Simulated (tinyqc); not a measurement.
# Koster-Slater impurity in a tight-binding band, by Green functions and by supercells, step by step

A worked calculation. Computed by tinyqc, a small Python program that keeps every step. Command: `OMP_NUM_THREADS=1 python tinyqc.py 3000144 3000145 out.jsonl kosterslater walk`. One thread of a shared host (Intel(R) Xeon(R) Processor @ 2.30GHz), about 0.04 s of CPU time with the checks. Intermediate numbers are printed to about 5 digits and carried at full precision; extremes and crossings named in words are read from the listed rows.

One orbital per site, e(k) = -2 t sum cos(k_i) over 2 direction(s), band from -4 t to 4 t, lattice constant 1. One site has the extra energy U. Spin is left out.

Inputs (values chosen for the exercise, for a model band): hopping t = 1.5 eV; impurity potential U = -7.08 eV; supercell edge N = 2 sites; energy inside the band E = 4.01 eV; broadening eta = 0.12 eV; impurity concentration c = 0.0005 per site.

Lattice: square.

Constants: hbar = 6.582119569e-16 eV s.

## The host Green function outside the band

Outside the band G0(E) = (2/(pi E)) K(m), m = 16 t^2/E^2, K the complete elliptic integral with parameter m. A bound state solves 1/U = G0(E). Energies: 0.05, 0.2, 0.5, 1, 2, 4 and 8 t beyond the band edge on the side of U, rounded to four digits.

Scan on the side of U:
```
E (eV)   G0 (1/eV)  1/U - G0 (1/eV)
-6.075    -0.34099          0.19975
-6.300    -0.26399          0.12275
-6.750    -0.21082          0.06958
-7.500    -0.16937          0.02812
-9.000    -0.12801         -0.01324
-12.000   -0.08943         -0.05181
-18.000   -0.05720         -0.08404
```

G0 diverges at the band edge, so any U binds a state, exponentially weakly when U is small.

## The bound state

Bisection in ln(distance from the edge) between 1e-5 t and |U| + t. Weight on the impurity site: -1/(U^2 dG0/dE), by a central difference with step min(1e-4 t, distance/30). Decay length along an axis: 1/arccosh(1 + distance/(2 t)).

level E_b = -8.3974 eV

distance from the band edge = 2.3974 eV

weight on the impurity site = 0.80400

decay length = 0.83869 sites

The state is compact: most of it sits on the impurity.

## Green function inside the band

Inside the band G0(z), z = E + i eta, comes from the chain form 1/(sqrt(y - 2t) sqrt(y + 2t)) (principal roots) at y = z + 2 t cos k, averaged over k in (0, pi) with 200 Gauss-Legendre points.

G0(E + i eta) = 0.18938-0.19962i 1/eV

## Scattering

T = U/(1 - U G0); phase shift delta = -arg(1 - U G0) in (-pi, pi]; host density of states -Im G0/pi; on the impurity -Im[G0/(1 - U G0)]/pi; lifetime of a band state hbar/(-2 c Im T).

T matrix = -2.2165-1.3383i eV

phase shift delta = 0.54319 rad

host density of states = 0.063542 1/eV

density of states on the impurity = 0.0084983 1/eV

scattering lifetime = 491.83 fs

The Born approximation would take Im T = U^2 Im G0 = -10.0 eV, 7.48 times the full value.

## The supercell Hamiltonian at Gamma

H_ij = -t for each bond from i to j, images included (two bonds add when N = 2); H_11 = U; sites are numbered with the last coordinate running fastest. Diagonalise.

H (eV):
$$\begin{pmatrix}
-7.08 & -3.00 & -3.00 & 0.00 \\
-3.00 & 0.00 & 0.00 & -3.00 \\
-3.00 & 0.00 & 0.00 & -3.00 \\
0.00 & -3.00 & -3.00 & 0.00
\end{pmatrix}$$

levels (eV): [-9.4613, -2.6677, 0.0000, 5.0491]

## The level in the supercell

In a periodic cell of N sites along each direction with Bloch vector K, the level solves 1/U = N^-d sum_k 1/(E - e(k)), k_i = (2 pi m_i + K_i)/N, m_i = 0..N-1; the outermost root on the side of U is taken (bisection). d is the number of directions. Gamma means K_i = 0, the zone corner K_i = pi, the quarter point K_i = pi/2. The error is measured against the isolated level E_b.

level at Gamma = -9.4613 eV

level at the corner = -7.08 eV

level at the quarter point = -8.3228 eV

error at Gamma = -1.0639 eV

width between Gamma and the corner = 2.3813 eV

Images turn the level into a band 2.38 eV wide; the quarter point misses the isolated level by 0.075 eV, far less than Gamma, because the leading hopping between images averages out there.

## Convergence with cell size

Even N; errors against the isolated level E_b, set to 0 below 1e-6 t.

Error of the level (eV):
```
N   sites        Gamma      corner  quarter point
2       4  -1.0639e+00  1.3174e+00     7.4596e-02
4      16  -7.8480e-02  7.4596e-02     4.4740e-04
6      36  -5.8207e-03  5.5798e-03     3.1059e-06
8      64  -4.5533e-04  4.4740e-04              0
12    144  -3.1128e-06  3.1059e-06              0
16    256            0           0              0
```

The error at Gamma falls exponentially, between the last two resolved rows by exp(-1.246) per site against 1/(decay length) = 1.192; the rest is the power-law prefactor of the Green function. Gamma and the corner err in opposite directions. Among the sizes listed an error below 1 meV is first reached at N = 8 at Gamma; at the quarter point N = 4 is enough.

## Phase shift across the band

delta/pi = -arg(1 - U G0)/pi counts the states added below E (Friedel); host DOS = -Im G0/pi, DOS on the impurity = -Im[G0/(1 - U G0)]/pi; 13 evenly spaced energies from -(band edge + |U| + 2t) to +(band edge + |U| + 2t).

Across the spectrum:
```
E (eV)  Re G0 (1/eV)  host DOS (1/eV)  DOS on the impurity (1/eV)  delta/pi
-16.08      -0.06454          0.00017                     0.00056   0.00216
-13.40      -0.07885          0.00025                     0.00129   0.00404
-10.72      -0.10223          0.00044                     0.00580   0.01136
-8.04       -0.15078          0.00112                     0.21640   0.88741
-5.36       -0.23623          0.05340                     0.02866   0.66400
-2.68       -0.17172          0.07593                     0.02619   0.54044
0.00         0.00000          0.17893                     0.01063   0.42164
2.68         0.17172          0.07593                     0.00978   0.20731
5.36         0.23623          0.05340                     0.00624   0.13312
8.04         0.15078          0.00112                     0.00026   0.00384
10.72        0.10223          0.00044                     0.00015   0.00182
13.40        0.07885          0.00025                     0.00010   0.00115
16.08        0.06454          0.00017                     0.00008   0.00080
```

delta/pi starts and ends near zero (+0.002 and +0.001): the impurity moves states but creates none. delta/pi rises at the bound state below the band (-8.397 eV), reaches 0.89 among these rows (1 in the limit of small eta, just above the level) and is paid back by the top of the band.

Checks made by the program: G0 at the level by a direct sum over directions (relative difference below 1e-10); diagonalisation against the k sum (relative difference below 1e-10).
